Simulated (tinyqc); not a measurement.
Inside a calculation. Model: hydrogen passivation and dissociation of interface defects with a spread of activation energies. Computed by tinyqc, a small Python program that keeps every step. Command: `OMP_NUM_THREADS=1 python tinyqc.py 3005872 3005873 out.jsonl passivation walk`. One thread of a shared host (Intel(R) Xeon(R) Processor @ 2.30GHz), about 0.01 s of CPU time with the checks. Intermediate numbers are printed to about 6 digits and carried at full precision; extremes and crossings named in words are read from the listed rows.

Active defects P react as P + H2 -> HP + H and HP -> P + H; released atomic hydrogen is removed. All defects start active. Activation energies are normally distributed, independently for the two reactions.

Inputs (values chosen for the exercise, for a model interface):
```
quantity,value,unit
defect density N_0,3.7e+12,cm^-2
mean passivation energy E_f,1.43,eV
spread s_f,0.088,eV
prefactor k_f0,4.6e-09,cm^3/s
mean dissociation energy E_d,2.89,eV
spread s_d,0.058,eV
prefactor k_d0,4.4e+12,1/s
dissolved hydrogen [H2],1.9e+16,cm^-3
anneal temperature T,820,K
anneal time t,360,s
```

Ambient: hydrogen.

Constants: k_B = 8.617333262e-05 eV/K.

## Sites at the mean energies

a = k_f0 [H2] exp(-E_f/k_B T), b = k_d0 exp(-E_d/k_B T); the active share of one kind of site is b/(a + b) + (a/(a + b)) exp(-(a + b) t).

passivation rate a = 0.142112 1/s

dissociation rate b = 7.60865e-06 1/s

active share, single energy = 5.35370e-05

steady active share, single energy = 5.35370e-05

## A five-point average

Gauss-Hermite nodes for a unit normal variable, z = 0, +/-1.355626, +/-2.856970 with weights 0.533333, 0.222076, 0.011257; E_f + s_f z is varied at the mean E_d.

Nodes:
```
z,weight,energy (eV),rate (1/s),active share
-2.856970,0.011257,1.17859,4.98694e+00,1.52571e-06
-1.355626,0.222076,1.31070,7.68822e-01,9.89640e-06
0.000000,0.533333,1.43000,1.42112e-01,5.35370e-05
1.355626,0.222076,1.54930,2.62684e-02,3.67499e-04
2.856970,0.011257,1.68141,4.04973e-03,2.33528e-01
```

active share, five points = 0.00274120

## Average over the spread

Full average: z from -5 to 5 in steps of 0.125 with normalised weights exp(-z^2/2), energy = mean + spread x z, over both energies.

active share = 0.00239861

active defects = 8.87486e+09 cm^-2

The spread changes the active share from 5.35e-5 to 0.00240: sites that passivate slowly or dissociate easily weigh most in the average.

## Isochronal anneals

The formulas are those given above.

Same time, other temperatures:
```
T (K),a (1/s),b (1/s),"active share, single energy","active share, spread"
450,8.43755e-09,1.89181e-20,9.99997e-01,9.99960e-01
525,1.63725e-06,7.95561e-16,9.99411e-01,9.96301e-01
600,8.51217e-05,2.33626e-12,9.69821e-01,9.12127e-01
675,1.83928e-03,1.16342e-09,5.15746e-01,4.83452e-01
750,2.14948e-02,1.67304e-07,4.43633e-04,6.94369e-02
825,1.60656e-01,9.74893e-06,6.06785e-05,1.81885e-03
900,8.58744e-01,2.88513e-04,3.35858e-04,8.45874e-04
975,3.54680e+00,5.07030e-03,1.42750e-03,3.09489e-03
1050,1.19623e+01,5.91648e-02,4.92161e-03,9.41742e-03
1125,3.43078e+01,4.97534e-01,1.42947e-02,2.43460e-02
```

The active share is lowest, 8.46e-4, at 900 K of those listed: below, passivation is too slow for this time, and above, dissociation competes. A single energy would promise 6.07e-5 (at 825 K), so among these rows the spread raises the floor by a factor 14.

## Isothermal kinetics

Times are decades about 1/(a + b) of the mean site. The last column is the part of the change still to come; rows stop once it is below 1e-5.

Against time:
```
t (s),"active share, single energy","active share, spread",unreacted part
0.007,9.99006e-01,9.97851e-01,9.97850e-01
0.07,9.90101e-01,9.79370e-01,9.79367e-01
0.7,9.05310e-01,8.42002e-01,8.41977e-01
7,3.69818e-01,3.90808e-01,3.90709e-01
70,1.01341e-04,4.14675e-02,4.13116e-02
700,5.35370e-05,6.38125e-04,4.75618e-04
```

A single energy finishes within about two decades of time. With the spread the unreacted part is 0.98 at 0.07 s and still 0.041 at 70 s, where one energy leaves 4.8e-5: a width of s/k_B T = 1.25 in ln(rate) stretches the decay markedly.

Checks made by the program: the average on a grid twice as fine (relative difference 1e-05).
